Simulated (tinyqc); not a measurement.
What each parameter does: six-band Luttinger-Kohn model with strain.

Six-band Luttinger-Kohn model in the basis |3/2,3/2>, |3/2,1/2>, |3/2,-1/2>, |3/2,-3/2>, |1/2,1/2>, |1/2,-1/2>, electron energies, zero at the top of the unstrained valence band. H = -[rows: (P+Q, -S, R, 0, -S/r2, r2 R); (-S*, P-Q, 0, R, -r2 Q, r32 S); (R*, 0, P-Q, S, r32 S*, r2 Q); (0, R*, S*, P+Q, -r2 R*, -S*/r2); (-S*/r2, -r2 Q, r32 S, -r2 R, P+Dso, 0); (r2 R*, r32 S*, r2 Q, -S/r2, 0, P+Dso)], r2 = sqrt(2), r32 = sqrt(3/2). Levels are twofold.

P = c g1 k^2 - av tr(e); Q = c g2 (kx^2 + ky^2 - 2 kz^2) - (b/2)(exx + eyy - 2 ezz); R = c sqrt3 [-g2 (kx^2 - ky^2) + 2i g3 kx ky] + (sqrt3/2) b (exx - eyy) - i d exy; S = 2 c sqrt3 g3 (kx - i ky) kz - d (exz - i eyz); c = hbar^2/2m0, e the strain tensor (not engineering shear).

s11 = (C11 + C12)/((C11 - C12)(C11 + 2 C12)), s12 = -C12/((C11 - C12)(C11 + 2 C12)), s44 = 1/C44; exx = s11 sxx + s12 (syy + szz) and cyclic, exy = s44 sxy/2; tension is positive. A uniaxial stress X along the unit vector n is s_ij = X n_i n_j.

Constants: hbar^2/2m0 = 3.80998211 eV angstrom^2.

Parameters, chosen for this exercise (near those of Ge; the results hold for these values, not for the real material):
```
symbol  value           unit  meaning
Dso     0.307           eV    spin-orbit splitting
g1      13.41                 Luttinger gamma1
g2      4.23                  gamma2
g3      5.67                  gamma3
av      1.19            eV    valence hydrostatic potential
b       -2.41           eV    tetragonal shear potential
d       -5.25           eV    trigonal shear potential
C11     121.3           GPa
C12     49.6            GPa
C44     69.6            GPa
load    uniaxial [100]        kind of stress
X       -0.94           GPa   stress
```

Edges at k = 0 under a uniaxial [100] stress X and the curvature mass of the top pair along [100] (step 0.0002 1/angstrom).

One parameter was then changed.

Results before and after:
```
case     top (eV)  second (eV)  third (eV)  mass (m0)
base       0.0323      -0.0367     -0.3179      0.040
changed    0.0335      -0.0367     -0.2581      0.039
```

Which of these changes was made? (a) Dso = 0.246 eV; (b) g3 = 6.804; (c) av = 1.428 eV; (d) g1 = 16.092; (e) g2 = 5.076; (f) b = -1.928 eV; (g) C12 = 59.52 GPa.

Answer: (a) Dso = 0.246 eV. Of the candidates, run in turn, only this one gives the changed row.

All candidates:
```
case             top (eV)  second (eV)  third (eV)  mass (m0)
base               0.0323      -0.0367     -0.3179      0.040
g3 = 6.804         0.0323      -0.0367     -0.3179      0.040
g1 = 16.092        0.0323      -0.0367     -0.3179      0.036
g2 = 5.076         0.0323      -0.0367     -0.3179      0.037
b = -1.928 eV      0.0240      -0.0303     -0.3159      0.041
C12 = 59.52 GPa    0.0397      -0.0413     -0.3193      0.040
Dso = 0.246 eV     0.0335      -0.0367     -0.2581      0.039
av = 1.428 eV      0.0313      -0.0377     -0.3189      0.040
```

The Luttinger parameters multiply k^2 and cannot move the edges; av shifts all edges alike and leaves the mass.

Program tinyqc; command `OMP_NUM_THREADS=1 python tinyqc.py 1081355 1081356 out.jsonl`; about 0.2 s on one thread of a shared Intel(R) Xeon(R) Processor @ 2.30GHz.
